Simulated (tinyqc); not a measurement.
Mirror strength against the number of periods: longitudinal sound in a periodic multilayer: transfer matrices, stop bands and folded phonons. Computed by tinyqc, a small Python program. Command: `OMP_NUM_THREADS=1 python tinyqc.py 3005266 3005267 out.jsonl multilayer walk`. One thread of a shared host (Intel(R) Xeon(R) Processor @ 2.30GHz), about 0.01 s of CPU time with the checks.

Layers 1 and 2 repeat with period d = d_1 + d_2; waves travel normal to the layers, without loss. State vector (u, s): displacement u and stress divided by omega. Impedances Z = rho v are in 1e6 kg/(m^2 s).

Inputs (values chosen for the exercise, modelled on silica (layer 1), aluminium nitride (layer 2) and silica (substrate)):

| quantity | value | unit |
|---|---|---|
| density rho_1 | 2.21 | g/cm^3 |
| velocity v_1 | 5960 | m/s |
| thickness d_1 | 323 | nm |
| density rho_2 | 3.28 | g/cm^3 |
| velocity v_2 | 11100 | m/s |
| thickness d_2 | 595 | nm |
| substrate density | 2.17 | g/cm^3 |
| substrate velocity | 5910 | m/s |
| frequency f | 2.29 | GHz |

Method:
- Z = rho v; interface reflection r = (Z_2 - Z_1)/(Z_2 + Z_1) (stress amplitude, from 1 into 2); Bragg frequency f_B = 1/[2 (d_1/v_1 + d_2/v_2)]; long-wave velocity v_eff = d/sqrt[(d_1/v_1)^2 + (d_2/v_2)^2 + (Z_1/Z_2 + Z_2/Z_1)(d_1/v_1)(d_2/v_2)].
- A layer maps (u, s) by [[cos p, sin p/Z], [-Z sin p, cos p]], p = 2 pi f d_i/v_i; one period is M = M_2 M_1, and cos(q d) = trace(M)/2.
- For N periods A = M^N. A wave comes from a thick layer of material 1 and leaves into the substrate (Z_s): transmitted power T = 4 Z_1 Z_s/|Z_1 A_22 + Z_s A_11 - i (Z_1 Z_s A_12 - A_21)|^2, reflected power R = 1 - T.

Bragg frequency f_B = 4.63829 GHz

Z_2 = 36.408

Z_1 = 13.1716

Z of the substrate = 12.8247

trace(M)/2 = -0.256169

Transmitted power:

| N | T at f_B | T at f_B (dB) | T at f |
|---|---|---|---|
| 1 | 0.40104 | -3.9681 | 0.57944 |
| 2 | 0.064553 | -11.901 | 0.84559 |
| 3 | 0.0086958 | -20.607 | 0.71388 |
| 4 | 0.0011425 | -29.421 | 0.63902 |
| 6 | 1.9586e-05 | -47.081 | 0.56434 |
| 8 | 3.3556e-07 | -64.742 | 0.62471 |
| 12 | 9.8497e-11 | -100.07 | 0.99845 |
| 16 | 2.8912e-14 | -135.39 | 0.64852 |
| 24 | 2.4911e-21 | -206.04 | 0.99544 |

At f_B each further period removes 8.83 dB at large N, which is 20 log10 of the impedance ratio, 8.83 dB, as for a quarter-wave stack; 99 % reflection needs N = 3 among these rows. At f, in a pass band, T does not decay with N. Values below about 1e-6 belong to the ideal stack: roughness and scattering into other modes, left out here, set a floor in a real one.
